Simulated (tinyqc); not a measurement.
Bandgap voltage reference from two bipolar transistors: one step of the calculation.

Two transistors of area 1 and N carry the same current I. Is(T) = Is (T/T0)^eta exp[(Vg0 q/kB)(1/T0 - 1/T)], VBE1 = Vt ln(I/Is(T)) + I rb, VBE2 = Vt ln(I/(N Is(T))) + I rb/N. The amplifier forces I R1(T) = VBE1 - VBE2 + Vos, with R(T) = R (1 + tc (T - T0)) for both resistors, and the output is Vref = VBE1 + I R2(T). Base currents and the Early effect are neglected.

Question. Resistor for zero slope at T0, ideal case. With tc = 0, Vos = 0 and rb = 0 the current is proportional to T, dVBE/dT = (VBE - Vg0 - (eta - 1) Vt)/T, and Vref has zero slope at T0 when Vref = Vg0 + (eta - 1) Vt0. Find VBE1, its slope, that Vref, R2/R1 and the curvature d2Vref/dT2 = -(eta - 1) kB/(q T0).

Inputs (values chosen for the exercise); values of the order met in silicon bipolar transistors:
```
symbol,value,unit,meaning
T0,298,K,reference temperature
Vg0,1.181,V,band-gap voltage extrapolated to 0 K
eta,3.7,,temperature exponent of the saturation current
Is,1.5e-17,A,saturation current of the unit transistor at T0
N,4,,area ratio of the second transistor
R1,5.1,kohm,"resistor across which the difference of VBE falls, at T0"
```

Constants: q = 1.602176634e-19 C, kB = 1.380649e-23 J/K. Results are converted to the units shown.

Give: VBE1; dVBE/dT; Vref; R2/R1; curvature.

Answer.

VBE1 = 0.6899 V
dVBE/dT = -1.881 mV/K
Vref = 1.250 V
R2/R1 = 15.74
curvature = -0.7808 uV/K^2

Program tinyqc, `OMP_NUM_THREADS=1 python tinyqc.py 2062108 2062109 out.jsonl`; Intel Xeon 2.30GHz, shared host, one thread, about 0.02 s.
